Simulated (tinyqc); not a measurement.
Undoped gate-all-around wire MOSFET, analytic charge model: two steps of the calculation.

An undoped round wire of radius R under an insulator shell and a surrounding gate; long channel, electrons only, n = ni exp((psi - V)/Vt) with V the quasi-Fermi potential (0 at the source, Vd at the drain), constant mobility, no quantisation. The radial Poisson equation gives n(r) = n(0)/(1 - (1 - b) r^2/R^2)^2 with b = Q0/(Q + Q0). Q is the electron charge per area of the wire surface.

Inputs (values chosen for the exercise); material values close to those of silicon:
- T = 273 K (temperature)
- Eg = 1.11 eV (band gap)
- eps_r = 11.5 (relative permittivity of the semiconductor)
- Nc = 2.41e19 cm^-3 (conduction-band density of states at T)
- Nv = 2.32e19 cm^-3 (valence-band density of states at T)
- eox = 3.93 (relative permittivity of the gate insulator)
- tox = 1.1 nm (insulator thickness)
- R = 15 nm (wire radius)
- dphi = 0.05 V (gate work function less that of the intrinsic body)
- Vg = 0.59 V (gate voltage)

Constants: q = 1.602176634e-19 C, kB = 1.380649e-23 J/K, Vt = kB T/q, eps0 = 8.8541878128e-14 F/cm where lengths are in cm. Results are converted to the units shown.

Task 1. Constants of the wire. ni = sqrt(Nc Nv) exp(-Eg/(2 Vt)), Eg in volts; Cox = eps0 eox/(R ln(1 + tox/R)); Q0 = 4 eps0 eps_r Vt/R; V0 = dphi + Vt ln[8 eps0 eps_r Vt/(q ni R^2)].

Give: ni; Cox; Q0; V0.

Result 1.

ni = 1.343e9 cm^-3
Cox = 3.278 uF/cm^2
Q0 = 63.88 nC/cm^2
V0 = 0.5157 V

Task 2. Charge at the source by Newton steps in y = ln(Q/Q0). With V = 0 and Q = Q0 exp(y): f = Q/Cox + Vt y + Vt ln(1 + Q/Q0) - (Vg - V0); df/dy = Q/Cox + Vt (1 + Q/(Q + Q0)); y(new) = y - f/(df/dy).

y at the start = 1
Cox = 3.2779817 uF/cm^2
Q0 = 63.877931 nC/cm^2
V0 = 0.51572002 V

Give: Q; f; df/dy; y after iteration 1.

Result 2.

Q = 173.6 nC/cm^2
f = 0.03311 V
df/dy = 0.09369 V
y after iteration 1 = 0.6466

Program tinyqc, `OMP_NUM_THREADS=1 python tinyqc.py 2460052 2460053 out.jsonl`; Intel Xeon 2.30GHz, shared host, one thread, about 0.02 s.
